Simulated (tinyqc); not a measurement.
What each parameter does: six-band Luttinger-Kohn model with strain.

Six-band Luttinger-Kohn model in the basis |3/2,3/2>, |3/2,1/2>, |3/2,-1/2>, |3/2,-3/2>, |1/2,1/2>, |1/2,-1/2>, electron energies, zero at the top of the unstrained valence band. H = -[rows: (P+Q, -S, R, 0, -S/r2, r2 R); (-S*, P-Q, 0, R, -r2 Q, r32 S); (R*, 0, P-Q, S, r32 S*, r2 Q); (0, R*, S*, P+Q, -r2 R*, -S*/r2); (-S*/r2, -r2 Q, r32 S, -r2 R, P+Dso, 0); (r2 R*, r32 S*, r2 Q, -S/r2, 0, P+Dso)], r2 = sqrt(2), r32 = sqrt(3/2). Levels are twofold.

P = c g1 k^2 - av tr(e); Q = c g2 (kx^2 + ky^2 - 2 kz^2) - (b/2)(exx + eyy - 2 ezz); R = c sqrt3 [-g2 (kx^2 - ky^2) + 2i g3 kx ky] + (sqrt3/2) b (exx - eyy) - i d exy; S = 2 c sqrt3 g3 (kx - i ky) kz - d (exz - i eyz); c = hbar^2/2m0, e the strain tensor (not engineering shear).

s11 = (C11 + C12)/((C11 - C12)(C11 + 2 C12)), s12 = -C12/((C11 - C12)(C11 + 2 C12)), s44 = 1/C44; exx = s11 sxx + s12 (syy + szz) and cyclic, exy = s44 sxy/2; tension is positive. A uniaxial stress X along the unit vector n is s_ij = X n_i n_j.

Constants: hbar^2/2m0 = 3.80998211 eV angstrom^2.

Parameters, chosen for this exercise (near those of Si; not measured data):
```
symbol  value           unit  meaning
Dso     0.045           eV    spin-orbit splitting
g1      4.3                   Luttinger gamma1
g2      0.34                  gamma2
g3      1.44                  gamma3
av      2.49            eV    valence hydrostatic potential
b       -2.15           eV    tetragonal shear potential
d       -4.76           eV    trigonal shear potential
C11     166.8           GPa
C12     64.1            GPa
C44     78.8            GPa
load    uniaxial [110]        kind of stress
X       -1.31           GPa   stress
```

Edges at k = 0 under a uniaxial [110] stress X and the curvature mass of the top pair along [100] (step 0.0002 1/angstrom).

One parameter was then changed.

Results before and after:
```
case,top (eV),second (eV),third (eV),mass (m0)
base,0.0268,-0.0347,-0.0703,0.217
changed,0.0295,-0.0341,-0.0710,0.216
```

Which of these changes was made? (a) C11 = 200.16 GPa; (b) C12 = 76.92 GPa; (c) av = 1.992 eV; (d) Dso = 0.054 eV; (e) g2 = 0.272; (f) b = -1.72 eV; (g) g3 = 1.152.

Answer: (b) C12 = 76.92 GPa. Of the candidates, run in turn, only this one gives the changed row.

All candidates:
```
case,top (eV),second (eV),third (eV),mass (m0)
base,0.0268,-0.0347,-0.0703,0.217
b = -1.72 eV,0.0243,-0.0337,-0.0688,0.217
Dso = 0.054 eV,0.0256,-0.0348,-0.0780,0.217
C11 = 200.16 GPa,0.0249,-0.0322,-0.0675,0.217
g2 = 0.272,0.0268,-0.0347,-0.0703,0.220
g3 = 1.152,0.0268,-0.0347,-0.0703,0.217
C12 = 76.92 GPa,0.0295,-0.0341,-0.0710,0.216
av = 1.992 eV,0.0290,-0.0325,-0.0681,0.217
```

The Luttinger parameters multiply k^2 and cannot move the edges; av shifts all edges alike and leaves the mass.

Run: tinyqc, `OMP_NUM_THREADS=1 python tinyqc.py 1080728 1080729 out.jsonl`; Intel(R) Xeon(R) Processor @ 2.30GHz, one thread, shared host; about 0.2 s of CPU time with all checks.
